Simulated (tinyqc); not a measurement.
Trading HF for NH4F at fixed fluoride: speciation in dilute and buffered hydrofluoric acid, oxide etch rate and bath loading. Computed by tinyqc, a small Python program. Command: `OMP_NUM_THREADS=1 python tinyqc.py 3120120 3120121 out.jsonl hfetch walk`. One thread of a shared host (Intel(R) Xeon(R) Processor @ 2.30GHz), about 0.01 s of CPU time with the checks.

Concentrations stand for activities, NH4+ and Cl- are spectators, and water ionisation is neglected. H, F and HF2 denote the ions H+, F- and HF2-. The base temperature is 298 K.

Inputs (values chosen for the exercise, of the order of those for thermal oxide at room temperature):
```
quantity                            value            unit
HF added                            0.051           mol/L
NH4F added                              0           mol/L
K1 = [H][F]/[HF]                 0.000639           mol/L
K2 = [HF2]/([HF][F])                  3.5           L/mol
K3 = [H2F2]/[HF]^2                      0           L/mol
rate constant of neutral HF k_a       8.9  nm L/(min mol)
rate constant of HF2 k_b               65  nm L/(min mol)
```

Method:
- Fluoride balance: [HF] + [F] + 2 [HF2] + 2 [H2F2] = HF added + NH4F added. Acid balance: [H] + [HF] + [HF2] + 2 [H2F2] = HF added + HCl added. For a trial [H], [HF] = [H][F]/K1, and the fluoride balance is a quadratic in [F].
- Rate = k_a ([HF] + 2 [H2F2]) + k_b [HF2], an empirical two-term form.
- Total fluoride is held at HF + NH4F added, without HCl; x is the share added as HF.

Against x:
```
x         pH  [F] (mol/L)  [HF] (mol/L)  [HF2] (mol/L)  rate (nm/min)
0.05  4.5427     0.048115      0.002158      0.0003634        0.04283
0.15  4.0048     0.042472      0.006574      0.0009772        0.12203
0.30  3.6020     0.034335      0.013435      0.0016146        0.22452
0.40  3.4002     0.029146      0.018150      0.0018516        0.28189
0.50  3.2169     0.024166      0.022952      0.0019413        0.33045
0.60  3.0389     0.019425      0.027796      0.0018897        0.37022
0.75  2.7618     0.012903      0.034942      0.0015779        0.41355
0.90  2.4548     0.007522      0.041304      0.0010873        0.43828
1.00  2.2417     0.004960      0.044495      0.0007724        0.44622
```

[HF2] is largest at x = 0.5 and the rate at x = 1 among these rows; HF2 needs both HF and F.

Extremes, crossings and ranges named in words are read from the listed rows.
